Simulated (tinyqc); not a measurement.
Image-sensor pixel with a pinned photodiode, signal and noise: two steps of the calculation.

A buried n layer between a heavily doped p+ surface layer and a p layer is emptied into a floating diffusion, read through a source follower with correlated double sampling (reset noise cancelled). One-dimensional abrupt junctions; no blooming, lag or crosstalk.

Inputs (values chosen for the exercise); material values close to those of silicon: temperature T = 273 K; band gap Eg = 1.11 eV; conduction-band density of states at T Nc = 2.44e19 cm^-3; valence-band density of states at T Nv = 2.31e19 cm^-3; photodiode area A = 22 um^2; absorption coefficient (light near 850 nm) al = 0.0536 1/um; optical loss before the silicon Rf = 0.25; dead layer x1 = 0.1 um; depth of collection x2 = 2.5 um; generation lifetime tg = 0.039 s; depleted depth Wd = 1.3 um; diffusion dark flux per ni^2 Jd = 9.3e6 x 1e-20 cm^4/s; gain non-uniformity pr = 1.5 %; exposure ti = 5 ms; photons on the photodiode per exposure Ph = 500.

Constants: q = 1.602176634e-19 C, kB = 1.380649e-23 J/K, Vt = kB T/q. Results are converted to the units shown.

Problem 1. Quantum efficiency and dark current. QE = (1 - Rf)[exp(-al x1) - exp(-al x2)]. ni = sqrt(Nc Nv) exp(-Eg/(2 Vt)), Eg in volts; dark rates ni Wd A/tg (generation) and Jd ni^2 A (diffusion).

Find: QE; ni; generation rate; diffusion rate.

Solution 1.

QE = 0.090048
ni = 1.3483e9 cm^-3
generation rate = 0.98878 electrons/s
diffusion rate = 0.037196 electrons/s

Of the light that enters, 0.53 % is lost in the dead layer and 87 % passes the collecting depth.

Problem 2. Noise budget. Signal S = QE Ph; variance = S + dark rate x ti + (read noise)^2 + (pr S)^2; SNR = 20 log10(S/noise); dynamic range 20 log10(FW/noise at S = 0).

QE = 0.090048206
generation rate = 0.98877943 electrons/s
diffusion rate = 0.037196461 electrons/s
read noise = 1.0541215 electrons
FW = 6166.6110 electrons

Wanted: S; variances; noise; SNR; dynamic range.

Solution 2.

S = 45.024 electrons
variances (electrons^2): photon shot 45.024, dark shot 0.0051299, read 1.1112, non-uniformity 0.45611
noise = 6.8262 electrons
SNR = 16.385 dB
dynamic range = 75.323 dB

The largest part, 96.6 % of the variance, is photon shot noise.

Computed by the program tinyqc: `OMP_NUM_THREADS=1 python tinyqc.py 2630133 2630134 out.jsonl`, one thread of a shared Intel Xeon 2.30GHz, about 0.01 s for the whole run.
